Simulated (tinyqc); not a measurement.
Thermal stress, cracking, delamination and buckling of a thin film; Griffith cracks and misfitting inclusions: one step, computed by the program tinyqc. Command: `OMP_NUM_THREADS=1 python tinyqc.py 3020649 3020650 out.jsonl filmcrack walk`. One thread of a shared host (Intel(R) Xeon(R) Processor @ 2.30GHz), about 0.01 s of CPU time with the checks.

Isotropic linear elasticity; the substrate is much thicker than the film; stress is positive in tension.

Task: A misfitting inclusion. Film material fills a sphere of radius R in the substrate, with the misfit e = thermal strain (it wants to shrink if e > 0). Radial stress at the wall s0 = e/[(1 - 2 nu)/E + (1 + nu_s)/(2 E_s)]; inside it is uniform and hydrostatic; outside s_rr = s0 (R/r)^3, s_tt = -s_rr/2. Keep-out radius: where |s_rr| falls to 10 MPa (R if it is lower at the wall).

Inputs (values chosen for the exercise, for a model film):

| quantity | value | unit |
|---|---|---|
| film Young's modulus E | 353 | GPa |
| film Poisson ratio nu | 0.2 | - |
| deposition temperature T_d | 1325 | K |
| final temperature T | 300 | K |
| substrate Young's modulus E_s | 152 | GPa |
| substrate Poisson ratio nu_s | 0.27 | - |
| inclusion radius R | 0.053 | micrometre |

Inclusion: sphere.

thermal strain = 0.00205

Give: radial stress at the wall s0; mean stress inside; keep-out radius.

Result:

radial stress at the wall s0 = 348.8 MPa

mean stress inside = 348.8 MPa

keep-out radius = 0.1732 micrometre

The stress does not depend on R; its reach scales with R. Hydrostatic tension inside drives voids to form.
